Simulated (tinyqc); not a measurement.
# One-dimensional ballistic tunnel FET, two-band WKB: what changes with what

A p-type source for x < 0 with its Fermi level at 0 and its valence edge at ds; in the channel the bands fall as D exp(-x/lam) towards their flat values, with the conduction edge at Ec = ds - dP and D = dP + Eg. The gate moves dP one to one. The drain Fermi level lies at -Vd and the drain side reflects nothing. For w = E - Ec between 0 and dP an electron crosses the gap. Two-band dispersion with equal masses m: inside the gap kappa = sqrt(m u (1 - u/Eg)/C), u the distance from a band edge, C = hbar^2/(2 m0).

Values chosen for this exercise; band and dielectric values close to those of In0.53Ga0.47As:
```
symbol  value  unit                                           meaning
T         300     K                                       temperature
Eg      0.732    eV                                          band gap
m        0.04    m0              band-edge mass of the two-band model
lam       5.1    nm           screening length of the source junction
ds       0.18    eV  source valence edge above the source Fermi level
Vd        0.3     V                                        drain bias
g           2              number of degenerate subbands (spin apart)
dP       0.22    eV        tunnelling window Ev(source) - Ec(channel)
```

Constants: q = 1.602176634e-19 C, kB = 1.380649e-23 J/K, hbar = 1.054571817e-34 J s, h = 6.62607015e-34 J s, m0 = 9.1093837015e-31 kg, Vt = kB T/q, hbar^2/(2 m0) = 0.0380998212 eV nm^2. Results are converted to the units shown.

Each table varies one quantity; the others keep the values above.

## Effect of the band gap with the mass tied to it

The mass follows the gap, m = 0.04 Eg/0.732 eV. S(w) = 2 lam int_0^Eg kappa(u) du/(w + Eg - u) = 2 pi lam sqrt(m/(C Eg)) [w + Eg/2 - sqrt(w (w + Eg))], T(w) = exp(-S). I = g (2 q^2/h) int_0^dP T(w) [f(E) - f(E + Vd)] dw, E = ds - dP + w, f(x) = 1/(1 + exp(x/Vt)). Swing = d(dP)/d(log10 I).

Effect of the band gap with the mass tied to it:
```
Eg (eV)  T(w = dP)    I (uA)  swing (mV/decade)
0.2         0.5406     1.273              99.61
0.37        0.1797    0.1802              87.34
0.54       0.04450   0.02222              79.47
0.71      0.009025  0.002532              73.91
0.89      0.001422  2.395e-4              69.50
1.06      2.210e-4  2.476e-5              66.19
1.23      3.138e-5  2.477e-6              63.41
1.4       4.136e-6  2.410e-7              61.00
```

What does the comparison show?

T(w = dP) falls from 0.541 to 4.14e-6 and I falls from 1.27 to 2.41e-7 uA; the swing falls from 99.6 to 61.0 mV/decade. With m/Eg fixed, S depends on the gap only through w + Eg/2 - sqrt(w (w + Eg)). For Eg = 0.2, 0.37 S at w = dP is below 2, where a WKB prefactor of 1 is a rough guess.

## Effect of the source degeneracy

Same model as above.

Effect of the source degeneracy:
```
ds (eV)    I (uA)  swing (mV/decade)
-0.05     0.06999              148.9
0         0.05852              142.6
0.05      0.03485              126.8
0.1       0.01466              104.8
0.15     0.004520              83.60
0.2      0.001001              68.02
0.25     1.681e-4              60.92
0.3      2.506e-5              59.23
```

I falls from 0.0700 to 2.51e-5 uA, and the swing falls from 149 to 59.2 mV/decade. Once ds exceeds dP = 0.22 eV the whole window lies above the source Fermi level, in its thermal tail, and I falls with ds. The screening length is held fixed, though doping would change it.

Computed by the program tinyqc: `OMP_NUM_THREADS=1 python tinyqc.py 2620139 2620140 out.jsonl`, one thread of a shared Intel Xeon 2.30GHz, about 0.01 s for the whole run.
